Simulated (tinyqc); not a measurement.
Adding atomic layers: valley splitting of a silicon quantum well in envelope theory.

The well lies at 0 < z < L; U(z) = V0 [1/(1 + exp(z/w)) + 1/(1 + exp((L - z)/w))] - e F z, 1 mV/nm = 1e-4 eV/angstrom. The envelope psi solves -(c/ml) psi'' + U psi = E psi, c = hbar^2/2m0, by three-point differences on a grid of 0.1 angstrom from -40 to L + 40 angstrom. The two valleys at +/- k0 couple through D = C0 times the integral of exp(-i q z) U(z) psi^2, q = 2 k0 (2 pi/a), and split by Ev = 2|D|.

Constants: hbar^2/2m0 = 3.80998211 eV angstrom^2.

Parameters, chosen for this exercise (near those of a strained Si well in SiGe; the results hold for these values, not for the real material): V0 = 0.2 eV (conduction offset); ml = 0.925 m0 (mass along z); F = 5 mV/nm (field pressing towards the upper interface); k0 = 0.847 2 pi/a (valley position); a = 5.431 angstrom (lattice constant); C0 = 0.257 (Bloch overlap factor); Ls = (88, 89.4, 90.7, 92.1, 93.4, 94.8, 96.1, 97.5) angstrom (widths in steps of one atomic layer, a/4, rounded to the grid); F2 = 0 mV/nm (second field, zero or weak); w1 = 0.8 angstrom (interface width for this table).

The smooth splitting Ev = 2|D| with w = w1, at the field F2 and at F.

Results:

| L (angstrom) | q L mod 2 pi | Ev at F2 (micro-eV) | Ev at F (micro-eV) |
|---|---|---|---|
| 88.0 | 2.82 | 1.18 | 9.55 |
| 89.4 | 5.56 | 3.21 | 9.63 |
| 90.7 | 1.83 | 0.446 | 9.55 |
| 92.1 | 4.57 | 2.82 | 9.60 |
| 93.4 | 0.83 | 1.72 | 9.56 |
| 94.8 | 3.58 | 1.85 | 9.56 |
| 96.1 | 6.13 | 2.42 | 9.57 |
| 97.5 | 2.59 | 0.598 | 9.55 |

How do the results move, and what explains it?

At F2 the splitting swings between 0.446 and 3.21 micro-eV, a ratio of 7.21, as the two interfaces add with the phase q L, which advances on average by 2.66 rad a layer. At F the ratio is 1.01, where in the first row psi^2 at the upper interface is 173 times that at the lower one: one interface dominates and the interference fades.

Computed by tinyqc, a small Python program: `OMP_NUM_THREADS=1 python tinyqc.py 1280579 1280580 out.jsonl` (the numbers bound the seed that draws the inputs); one thread of a shared host (Intel(R) Xeon(R) Processor @ 2.30GHz), about 0.07 s for the whole set of steps.
